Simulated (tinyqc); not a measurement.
Inside a calculation. Method: tight binding, dimerised chain. Computed by tinyqc, a small Python program that keeps every step. Settings: t1 = 1.73, t2 = 0.88, delta = 0, points = 12, cells = 5. Command: `OMP_NUM_THREADS=1 python tinyqc.py 28941 28942 out.jsonl` (the two numbers bound the seeds that draw the settings). One thread of a shared host (Intel(R) Xeon(R) Processor @ 2.60GHz), about 0.01 s of CPU time with the checks.

## Bloch Hamiltonian at k

Parameters chosen for this model:
```
parameter     value                      unit
t1         1.730000       eV, inside the cell
t2         0.880000         eV, between cells
delta             0  eV, +/- on the two sites
```

k point k (2 pi / a): 0.1600

H_AA = +delta, H_BB = -delta, H_AB = -t1 - t2 exp(-i k a).

H(k) at k (eV):
```
                 A                B
A           0.0000  -2.2015+0.7430i
B  -2.2015-0.7430i           0.0000
```

## Levels at k

Diagonalise the Hermitian matrix.

eigenvalues (eV): -2.3235  2.3235

weights |c|^2 of the basis functions:
```
   band 1  band 2
A  0.5000  0.5000
B  0.5000  0.5000
```

## Bloch Hamiltonian at X

k point X (2 pi / a): 0.5000

As before.

H(k) at X (eV):
```
         A        B
A   0.0000  -0.8500
B  -0.8500   0.0000
```

## Levels at X

As before.

eigenvalues (eV): -0.8500  0.8500

weights |c|^2 of the basis functions:
```
   band 1  band 2
A  0.5000  0.5000
B  0.5000  0.5000
```

## Bands along a path

The same steps at evenly spaced points between the labelled ones.

Bands along the path (eV):
```
k          band 1  band 2
G         -2.6100  2.6100
G-X 0.25  -2.4332  2.4332
G-X 0.50  -1.9410  1.9410
G-X 0.75  -1.2706  1.2706
X         -0.8500  0.8500
```

With 1 band(s) filled, the highest filled level on these points lies at X and the lowest empty one at X: a gap of 1.7000 eV, direct.

## Berry (Zak) phase of the lower band

On 12 points k_j = j/N: phase = -Im ln of the product of <u_j|u_(j+1)>, closed with u_N = u_0 (the cell-periodic part is taken without the site positions). Single arguments depend on the phases chosen for the u_j; only their sum modulo 2 pi does not.

Overlaps:
```
j   |<u_j|u_j+1>|  argument (rad)
0          0.9962         -0.0874
1          0.9967         -0.0815
2          0.9978         -0.0664
3          0.9995         -0.0315
4          0.9986          0.0535
5          0.9773          0.2133
6          0.9773          0.2133
7          0.9986          0.0535
8          0.9995         -0.0315
9          0.9978         -0.0664
10         0.9967         -0.0815
11         0.9962         -0.0874
```

phase / pi, folded into (-1, 1] = 0.0000

## Open chain of 5 cells

H of the open chain (eV):
```
          1        2        3        4        5        6        7        8
1    0.0000  -1.7300   0.0000   0.0000   0.0000   0.0000   0.0000   0.0000
2   -1.7300   0.0000  -0.8800   0.0000   0.0000   0.0000   0.0000   0.0000
3    0.0000  -0.8800   0.0000  -1.7300   0.0000   0.0000   0.0000   0.0000
4    0.0000   0.0000  -1.7300   0.0000  -0.8800   0.0000   0.0000   0.0000
5    0.0000   0.0000   0.0000  -0.8800   0.0000  -1.7300   0.0000   0.0000
6    0.0000   0.0000   0.0000   0.0000  -1.7300   0.0000  -0.8800   0.0000
7    0.0000   0.0000   0.0000   0.0000   0.0000  -0.8800   0.0000  -1.7300
8    0.0000   0.0000   0.0000   0.0000   0.0000   0.0000  -1.7300   0.0000
9    0.0000   0.0000   0.0000   0.0000   0.0000   0.0000   0.0000  -0.8800
10   0.0000   0.0000   0.0000   0.0000   0.0000   0.0000   0.0000   0.0000

          9       10
1    0.0000   0.0000
2    0.0000   0.0000
3    0.0000   0.0000
4    0.0000   0.0000
5    0.0000   0.0000
6    0.0000   0.0000
7    0.0000   0.0000
8   -0.8800   0.0000
9    0.0000  -1.7300
10  -1.7300   0.0000
```

The same hoppings without the wrap-around bond.

levels (eV): -2.5211  -2.2652  -1.8764  -1.4204  -1.0181  1.0181  1.4204  1.8764  2.2652  2.5211

weights of the highest filled level on the sites: 0.0860  0.0298  0.1420  0.0958  0.1464  0.1464  0.0958  0.1420  0.0298  0.0860

The bulk gap runs from -0.8500 to 0.8500 eV; no level of this chain lies inside it.
